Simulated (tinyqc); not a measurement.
Pressure series at fixed power: global model of a low-pressure process discharge: electron temperature, density, ion flux and ion energy. Computed by tinyqc, a small Python program. Command: `OMP_NUM_THREADS=1 python tinyqc.py 3110466 3110467 out.jsonl plasma walk`. One thread of a shared host (Intel(R) Xeon(R) Processor @ 2.30GHz), about 0.01 s of CPU time with the checks.

Maxwellian electrons with temperature T_e in eV, one positive ion, no negative ions, uniform bulk density n; rate constants have the Arrhenius form.

Inputs (values chosen for the exercise, of the order of those of an inductive discharge in a simple atomic gas):

| quantity | value | unit |
|---|---|---|
| ion mass M | 19 | u |
| ionisation prefactor K0 | 3.4e-14 | m^3/s |
| ionisation energy E_iz | 15.9 | eV |
| excitation prefactor X0 | 2.9e-14 | m^3/s |
| excitation energy E_ex | 10.5 | eV |
| elastic rate constant K_el | 7.2e-14 | m^3/s |
| ion-neutral cross section | 1.1e-18 | m^2 |
| gas temperature T_g | 500 | K |
| radius R | 22 | cm |
| height L | 17 | cm |
| absorbed power P | 160 | W |

Constants: k_B = 1.380649e-23 J/K; e = 1.602176634e-19 C; u = 1.6605390666e-27 kg; m_0 = 9.1093837015e-31 kg.

Method:
- n_g = p/(k_B T_g), lambda_i = 1/(n_g sigma), K_iz = K0 exp(-E_iz/T_e), h_L = 0.86/sqrt(3 + L/(2 lambda_i)), h_R = 0.8/sqrt(4 + R/lambda_i), A_eff = 2 pi R^2 h_L + 2 pi R L h_R and d_eff = pi R^2 L/A_eff follow p.
- Particle balance: K0 exp(-E_iz/T_e) n_g d_eff = u_B, u_B = sqrt(e T_e/M).
- E_c = E_iz + (X0 exp(-E_ex/T_e) E_ex + K_el (3 m_0/M) T_e)/K_iz; E_T = E_c + (5/2) T_e + (T_e/2) ln(M/(2 pi m_0)); n = P/(e u_B A_eff E_T); J = e h_L n u_B. Pressures without a root below 2 E_iz are left out.

Against pressure:

| p (Pa) | T_e (eV) | E_c (eV) | E_T (eV) | n (1/cm^3) | J (mA/cm^2) |
|---|---|---|---|---|---|
| 0.1 | 6.5347 | 36.38 | 80.86 | 1.1054e+10 | 0.42045 |
| 0.2 | 4.5996 | 44.90 | 76.21 | 1.6322e+10 | 0.45492 |
| 0.5 | 3.2909 | 62.19 | 84.59 | 2.3256e+10 | 0.41905 |
| 1.0 | 2.6955 | 82.48 | 100.83 | 2.8365e+10 | 0.35550 |
| 2.0 | 2.2773 | 112.27 | 127.78 | 3.3061e+10 | 0.28241 |
| 5.0 | 1.8875 | 174.01 | 186.86 | 3.8242e+10 | 0.19398 |
| 10.0 | 1.6710 | 246.84 | 258.22 | 4.1218e+10 | 0.14060 |
| 20.0 | 1.4993 | 355.29 | 365.50 | 4.3273e+10 | 0.09941 |

T_e falls from 6.53 to 1.50 eV, n changes by a factor 3.9 and J by 0.24; in J = P h_L/(A_eff E_T), E_T changes by a factor 4.52 and is least at 0.2 Pa, between wall losses at high T_e and excitation losses at low T_e.

Extremes, crossings and ranges named in words are read from the listed rows.
